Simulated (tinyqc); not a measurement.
Inside a calculation. Model: deep-level transient spectroscopy.

Numbers from tinyqc (`OMP_NUM_THREADS=1 python tinyqc.py 2050072 2050073 out.jsonl`; about 0.01 s on one thread of a shared Intel Xeon 2.30GHz). Printed values are rounded.

Schottky contact on an n-type layer with shallow donors Nd (all ionised) and a donor-like deep trap, neutral when filled and positive when empty; depletion approximation. Traps within lam of the depletion edge stay filled. A long pulse to Vp fills the traps beyond x1 = Wp - lam; back at Vr those between x1 and x2 = Wr - lam emit. A rate window reads S = C(t2) - C(t1).

Inputs (values chosen for the exercise); material values close to those of germanium: relative permittivity eps_r = 15.9; conduction-band density of states at 300 K Nc = 1.03e19 cm^-3; thermal velocity at 300 K vth = 3.3e7 cm/s; shallow donor density Nd = 1e16 cm^-3; built-in voltage Vbi = 0.42 V; depth of the trap below the conduction edge Et = 0.18 eV; capture cross-section sn = 8.6e-17 cm^2; trap density Nt = 5.5e13 cm^-3; reverse bias Vr = 2 V; reverse bias during the filling pulse Vp = 0.2 V; first sampling time t1 = 2 ms; second sampling time t2 = 4 ms; temperature of the transient T = 119 K.

Constants: q = 1.602176634e-19 C, kB = 1.380649e-23 J/K, eps0 = 8.8541878128e-14 F/cm where lengths are in cm. Results are converted to the units shown.

## Emission rate and rate window

Emission rate en = sn vth(T) Nc(T) exp(-Et/kB T) = sn g T^2 exp(-Et/kB T), g = vth Nc/(300 K)^2, as vth goes as T^0.5 and Nc as T^1.5 (degeneracy factor 1). For an exponential transient S peaks where en = ew = ln(t2/t1)/(t2 - t1).

g = 3.77667e21 cm^-2 s^-1 K^-2
en = 109.523 1/s
1/en = 9.13046 ms
ew = 346.574 1/s

## Widths

lam = sqrt(2 eps0 eps_r (EF - ET)/(q Nd)), EF - ET = Et - (kB T/q) ln(Nc(T)/Nd), Nc(T) = Nc (T/300 K)^1.5. In the steady state at the band bending V, 2 eps0 eps_r V/q = Nd W^2 + Nt (W - lam)^2 (the second term only if W > lam). V = Vbi + Vr gives Wr and V = Vbi + Vp gives Wp; x1 = max(Wp - lam, 0).

lam = 147.073 nm
Wr = 651.067 nm
Wp = 329.809 nm
x1 = 182.736 nm
x2 = 503.994 nm
G = (x2^2 - x1^2)/Wr^2 = 0.520462

The rule Nt = 2 Nd |dC|/C assumes G = 1 and would understate Nt by a factor of about 1/G = 1.92 here (the limit of small Nt/Nd).

## The transient

t, sample 0 to 6 (ms): [0, 1, 2, 3, 4, 8, 20]

W(t)^2 = Wr^2 + (Nt/Nd)(x2^2 - x1^2) exp(-en t), C = eps0 eps_r/W; for small Nt, dC/C = -(Nt/2 Nd) G exp(-en t) with G = (x2^2 - x1^2)/Wr^2. S = C(t2) - C(t1).

```
sample  C (nF/cm^2)  C - C(final) (pF/cm^2)
0           21.5923                -30.8824
1           21.5955                -27.6848
2           21.5984                -24.8178
3           21.6010                -22.2472
4           21.6033                -19.9425
5           21.6103                -12.8745
6           21.6197                 -3.4612
```

S = 4.87530 pF/cm^2

## Step 1: peak temperature

T at the start = 300 K

Fixed-point step for en(T) = ew: T(new) = (Et q/kB)/ln(sn g T^2/ew), g = vth Nc/(300 K)^2.

T after step 1 = 114.453 K

## Course of the iteration for the peak temperature

Start from 300 K; stop when T changes by less than 1e-8 K.

Course of the iteration:
```
step    T (K)  change (K)
1     114.453         186
2     127.966        13.5
3     126.240        1.73
4     126.447       0.208
5     126.422      0.0251
6     126.425     3.04e-3
7     126.425     3.68e-4
8     126.425     4.46e-5
9     126.425     5.40e-6
10    126.425     6.54e-7
11    126.425     7.91e-8
12    126.425     9.58e-9
```

Converged in 12 steps; each multiplies the error by -2 kB T/Et = -0.12.
